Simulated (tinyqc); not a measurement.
Worked calculation: plane-wave Kohn-Sham cycle with exchange-only LDA in a layered model solid. One step of it, computed by the program tinyqc.

Task: Iteration 2: potential. V_H(G) = 4 pi rho(G)/G^2 for G != 0 (uniform background); v_x = -(3 rho/pi)^(1/3); V = V_ext + V_H + v_x; Fourier components f(G_m) = (1/N) sum_j f(x_j) exp(-i G_m x_j).

A solid whose potential varies along x alone (atomic units):
```
parameter                      value
period a                   12.800000
cross-section of the cell  15.000000
electrons per cell                 2
grid points                       16
plane waves -n..n, n               3
k points                           1
V1 in V1 cos(2 pi x/a)     -0.330000
```

density after iteration 1 (e/bohr^3): 0.01317381  0.01259059  0.01133085  0.01024136  0.00966539  0.00945455  0.00939472  0.00938016  0.00937761  0.00938016  0.00939472  0.00945455  0.00966539  0.01024136  0.01133085  0.01259059

Give: Potentials on the grid; V(G_m), m = 0, 1, 2, ....

Result:

Potentials on the grid (hartree):
```
x          V_ext      V_H      v_x        V
0.0000   -0.3300   0.0974  -0.2326  -0.4652
0.8000   -0.3049   0.0867  -0.2291  -0.4473
1.6000   -0.2333   0.0590  -0.2212  -0.3955
2.4000   -0.1263   0.0238  -0.2139  -0.3163
3.2000         0  -0.0103  -0.2098  -0.2201
4.0000    0.1263  -0.0387  -0.2082  -0.1206
4.8000    0.2333  -0.0594  -0.2078  -0.0338
5.6000    0.3049  -0.0719  -0.2077   0.0253
6.4000    0.3300  -0.0760  -0.2077   0.0463
7.2000    0.3049  -0.0719  -0.2077   0.0253
8.0000    0.2333  -0.0594  -0.2078  -0.0338
8.8000    0.1263  -0.0387  -0.2082  -0.1206
9.6000         0  -0.0103  -0.2098  -0.2201
10.4000  -0.1263   0.0238  -0.2139  -0.3163
11.2000  -0.2333   0.0590  -0.2212  -0.3955
12.0000  -0.3049   0.0867  -0.2291  -0.4473
```

V(G_m), m = 0, 1, 2, ... (hartree): -0.2147  -0.1279  0.0027  0.0000  0.0000  0.0000  0.0000
